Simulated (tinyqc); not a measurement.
Deformation potentials from a strained empirical pseudopotential: sweeps and comparisons. A value that a table varies takes the place of the one given here.

Diamond lattice, no spin-orbit coupling. Atomic form factor V(q) = a1 (q^2 - a2)/(a3 exp(a4 q^2) - 1) in rydberg with q in 1/bohr, for the unstrained cell. Under a strain e the reciprocal vectors and k go over into (1 + e)^(-1) G, the atoms sit at +/- tau with tau = (1 + e) a (1,1,1)/8 - zeta a (eyz, ezx, exy)/4, and H(G,G') = c |k + G|^2 delta + (V(q)/det(1 + e)) cos(q.tau), q = G - G', with the term q = 0 left out; c = hbar^2/2m0. The basis is fixed before straining: all G with |k + G|^2 up to 16 (2 pi/a)^2. k is given in units of 2 pi/a of the unstrained cell.

Constants: hbar^2/2m0 = 3.80998211 eV angstrom^2; Ry = 13.60569312 eV; a0 (Bohr radius) = 0.5291772105 angstrom.

Values chosen for the exercise (near those of Si; shifted at random, so the results belong to these values and not to a real crystal):
- a = 5.434 angstrom (lattice constant)
- A = (0.536, 2.213, 2.034, 0.491) (a1 (Ry bohr^2), a2 (1/bohr^2), a3, a4 (bohr^2))
- h = 0.004 (size of the test strain)
- kD = 0.82 2 pi/a (position of the Delta minimum)
- a1 = 0.536
- a2 = 2.213
- a3 = 2.034
- a4 = 0.491

## The internal displacement

Xu of L (level 5, the lowest empty one) and d from exy = eyz = ezx = h for several zeta: Xu = [E(L [111]) - E(L [1-1-1])]/((8/3) h), d = (single valence level - pair)/(3 sqrt(3) h). zeta = 0 strains the bonds with the lattice; zeta = 1 keeps all four bond lengths equal to first order.

Results:
```
zeta  Xu (L) (eV)  d (eV)
0.00        10.65    0.98
0.25        11.13   -1.39
0.50        11.62   -3.75
0.60        11.82   -4.70
0.75        12.13   -6.11
1.00        12.66   -8.47
```

What can be read from the table?

From zeta = 0 to 1, d goes from 0.98 to -8.47 eV and Xu (L) from 10.65 to 12.66 eV, both nearly linearly: the displacement is an optical-phonon mode, and d = d(0) - zeta d0/4 gives its deformation potential d0 = 38 eV. Leaving the relaxation out (zeta = 0 for 0.5) moves d by +4.73 eV, which reverses its sign, and Xu (L) by -0.97 eV. Tetragonal strain has no such freedom.

## Size of the test strain

e = diag(-h/2, -h/2, h). Xu = [E(Delta z) - E(Delta x)]/(1.5 h) at fixed kD, b = [E(Z) - E(X, Y)]/(4.5 h); one-sided from +h alone, central from +h and -h.

Results (eV):
```
h       Xu one-sided  Xu central  b one-sided  b central
0.0010         7.921       7.926       -3.329     -3.325
0.0025         7.914       7.926       -3.335     -3.325
0.0050         7.902       7.927       -3.345     -3.325
0.0100         7.879       7.928       -3.365     -3.325
0.0200         7.834       7.932       -3.405     -3.326
0.0300         7.792       7.938       -3.446     -3.327
```

How do the results move?

From h = 0.001 to 0.03 the one-sided Xu drifts by -0.130 eV and the central one by +0.012 eV; for b the drifts are -0.117 and -0.002 eV. The central difference cancels the term of second order in the strain, so its error goes as h^2. At h = 0.02 the linear law errs by 1.2 % for the valley splitting and 2.4 % for the valence splitting.

## What each parameter of the potential does

Gaps from the valence top to level 8 at Gamma and level 5 at (kD,0,0) and L, and their deformation potentials [E(+h) - E(-h)]/(3 ln((1 + h)/(1 - h))) for e = +/- h 1, h = 0.002. The row for the lattice constant keeps V(q) without the volume factor, so it is not a strain. Each row changes one parameter from the base and keeps the others.

Results:
```
case               Gamma (eV)  Delta (eV)  L (eV)  potential Gamma (eV)  potential Delta (eV)  potential L (eV)
base                    3.960       1.253   2.029                 -8.88                  2.63             -1.92
a = 5.38 angstrom       4.088       0.952   1.924                 -8.58                  2.95             -1.74
a1 = 0.541              4.002       1.321   2.079                 -8.96                  2.62             -1.94
a2 = 2.235              3.840       1.329   2.025                 -8.95                  2.58             -1.96
a3 = 2.054              3.916       1.160   1.965                 -8.79                  2.63             -1.92
a4 = 0.486              4.055       1.341   2.107                 -9.05                  2.55             -2.00
```

How do the results move?

The largest shifts from the base row, up to three for each result and ties (the steps differ in size, so this ranks the rows, not the parameters). Gamma (eV): a +0.127, a2 -0.120, a4 +0.095. Delta (eV): a -0.301, a3 -0.093, a4 +0.088. L (eV): a -0.105, a4 +0.078, a3 -0.064. potential Gamma (eV): a +0.30, a4 -0.17, a3 +0.09. potential Delta (eV): a +0.31, a4 -0.08, a2 -0.06; unchanged at the printed digits by a3. potential L (eV): a +0.18, a4 -0.08, a2 -0.04; unchanged at the printed digits by a3.

Program tinyqc; command `OMP_NUM_THREADS=1 python tinyqc.py 1851254 1851255 out.jsonl`; about 0.2 s on one thread of a shared Intel(R) Xeon(R) Processor @ 2.30GHz.
